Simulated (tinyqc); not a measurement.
Boltzmann transport in a parabolic band with a power-law relaxation time: one step. Reduced Fermi level.

F_j(eta) = (1/Gamma(j + 1)) integral_0^infinity x^j dx/(1 + exp(x - eta)), which tends to exp(eta) for eta << 0.

n = N F_1/2(eta) with N = 2 (m kB T/(4 pi c))^(3/2) with c = hbar^2/2m0, in 1/angstrom^3; times 1e24 for 1/cm^3, m = md.

Constants: hbar^2/2m0 = 3.80998211 eV angstrom^2; kB = 8.617333262e-05 eV/K.

Parameters, chosen for this exercise (out of a larger set: masses near those of Si; tau0 is set for a mobility of the usual size at this n, kL is a free input; freeze-out and phonon drag, which matter near 77 K, are left out; not measured data):
```
symbol  value    unit    meaning
n       5.9e+18  1/cm^3  electron density
md      1.023    m0      density-of-states mass
T       200      K
```

Question. Solve for eta.

Give: N; eta.

Answer.

N = 1.413e+19 1/cm^3
eta = -0.7269

tinyqc: `OMP_NUM_THREADS=1 python tinyqc.py 1681109 1681110 out.jsonl`; about 0.01 s, one thread, shared Intel(R) Xeon(R) Processor @ 2.30GHz.
